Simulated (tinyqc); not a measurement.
## Barrier height from two thicknesses

Inverse problem. Through a thick flat barrier T = c exp(-2 kappa t) with a prefactor c that does not depend on t, and kappa = sqrt(m1 phi1/C), C = hbar^2/(2 m0). Find kappa, the decades lost for each nanometre, c and phi1.

Inputs (values chosen for the exercise):
```
symbol,value,unit,meaning
m1,0.2,m0,tunnelling mass of layer 1
```

Constants: q = 1.602176634e-19 C, hbar = 1.054571817e-34 J s, m0 = 9.1093837015e-31 kg, hbar^2/(2 m0) = 0.0380998212 eV nm^2. Results are converted to the units shown.

T at t = 1.4 and 2.8 nm: [9.2752769e-4, 3.0725272e-7]

Answer. The ratio of the two values removes c: kappa = ln(T_a/T_b)/(2 (t_b - t_a)).

kappa = 2.86 1/nm
decades a nanometre = 2.49
c = 2.80
phi1 = 1.56 eV

Computed by the program tinyqc: `OMP_NUM_THREADS=1 python tinyqc.py 2540092 2540093 out.jsonl`, one thread of a shared Intel Xeon 2.30GHz, about 0.03 s for the whole run.
